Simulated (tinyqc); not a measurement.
Surface potential of a MOS transistor: implicit equation and explicit approximations: two steps of the calculation.

p-type body, charge-sheet picture, depletion and inversion only, full ionisation (an idealisation for deep acceptors), Boltzmann statistics (rough once Na exp(x - xn) passes about Nc/7). In units of Vt: xg = (Vg - Vfb)/Vt, x = psi/Vt, G = gamma/sqrt(Vt), xn = (2 phiF + Vc)/Vt. The implicit equation is (xg - x)^2 = G^2 [x - 1 + exp(x - xn)] for x above about 3. Cox = eps0 eox/tox.

Inputs (values chosen for the exercise); band and dielectric values close to those of 4H silicon carbide:
```
symbol,value,unit,meaning
T,300,K,temperature
Eg,3.21,eV,band gap
eps_r,9.72,,relative permittivity
Nc,1.69e19,cm^-3,conduction-band density of states at T
Nv,2.51e19,cm^-3,valence-band density of states at T
eox,3.9,,relative permittivity of the gate insulator (close to silicon dioxide)
tox,25,nm,insulator thickness
Na,6.9e16,cm^-3,acceptor density
Vfb,-0.53,V,flat-band voltage
Vc,0.5,V,channel-body voltage
Vg,4.73,V,gate-body voltage
```

Constants: q = 1.602176634e-19 C, kB = 1.380649e-23 J/K, Vt = kB T/q, eps0 = 8.8541878128e-14 F/cm where lengths are in cm. Results are converted to the units shown.

Problem 1. Scales. ni = sqrt(Nc Nv) exp(-Eg/(2 Vt)), Eg in volts; phiF = Vt ln(Na/ni); gamma = sqrt(2 q eps0 eps_r Na)/Cox; VT = Vfb + Vt (xn + G sqrt(xn - 1)).

Give: phiF; gamma; G; xn; VT; xg.

Solution 1.

phiF = 1.458 V
gamma = 0.9987 V^0.5
G = 6.211
xn = 132.1
VT = 4.724 V
xg = 203.5

Problem 2. Potential, charges and gate control. psi = Vt x; N_dep = Cox Vt G sqrt(x - 1)/q; N_inv = (Cox Vt G/q) [sqrt(x - 1 + exp(x - xn)) - sqrt(x - 1)]; dpsi/dVg = 1/[1 + G^2 (1 + exp(x - xn))/(2 (xg - x))].

converged x = 132.08679
G = 6.2112904
xn = 132.11173
xg = 203.46588

Give: psi; N_dep; N_inv; dpsi/dVg.

Solution 2.

psi = 3.4147 V
N_dep = 1.5850e12 cm^-2
N_inv = 5.8856e9 cm^-2
dpsi/dVg = 0.65196

psi lies 0.025 Vt below 2 phiF + Vc.

Computed by the program tinyqc: `OMP_NUM_THREADS=1 python tinyqc.py 2122109 2122110 out.jsonl`, one thread of a shared Intel Xeon 2.30GHz, about 0.01 s for the whole run.
